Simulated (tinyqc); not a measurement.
Charge control and current of a heterostructure field-effect transistor: one step, computed by the program tinyqc. Command: `OMP_NUM_THREADS=1 python tinyqc.py 3002510 3002511 out.jsonl hemt walk`. One thread of a shared host (Intel(R) Xeon(R) Processor @ 2.30GHz), about 0.01 s of CPU time with the checks.

Two subbands in a triangular well; E_F is counted from the conduction band edge of the channel at the interface.

Problem. Levels and gate capacitance. Charge control: n_s = C_b (V_G - V_T - E_F/e)/e. Well: mean field F = e n_s/(2 eps eps_0), E_i = (hbar^2/2m)^(1/3) [(3 pi e F/2)(i + 3/4)]^(2/3), i = 0, 1; n_s = D k_B T sum_i ln(1 + exp((E_F - E_i)/k_B T)), D = m/(pi hbar^2), which is solved in closed form for E_F. C_g = e dn_s/dV_G = 1/(1/C_b + 1/C_q), 1/C_q = d(E_F/e)/d(e n_s) by a central difference of +/- 0.1 % in n_s; added distance dd = eps eps_0/C_q.

Inputs (values chosen for the exercise, modelled on AlGaN/GaN): channel mass m = 0.21 m_0; permittivity eps (barrier and channel) = 9.68; temperature T = 300 K.

Charge source: polarisation. Velocity law: smooth.

sheet density n_s = 5.826263e+12 1/cm^2

barrier capacitance C_b = 0.3895843 microfarad/cm^2

Constants: k_B = 8.617333262e-05 eV/K; e = 1.602176634e-19 C; eps_0 = 8.8541878128e-12 F/m; hbar = 1.054571817e-34 J s; m_0 = 9.1093837015e-31 kg; k_B = 1.380649e-23 J/K.

Give: E_0; E_1; E_F; share in the second subband; gate capacitance C_g; added distance dd.

Solution.

E_0 = 188.7 meV

E_1 = 332.0 meV

E_F = 251.8 meV

share in the second subband = 1.714 %

gate capacitance C_g = 0.3597 microfarad/cm^2

added distance dd = 1.828 nm

C_g is 92 % of C_b: the finite density of states and the rise of E_0 act as 1.8 nm of extra barrier.
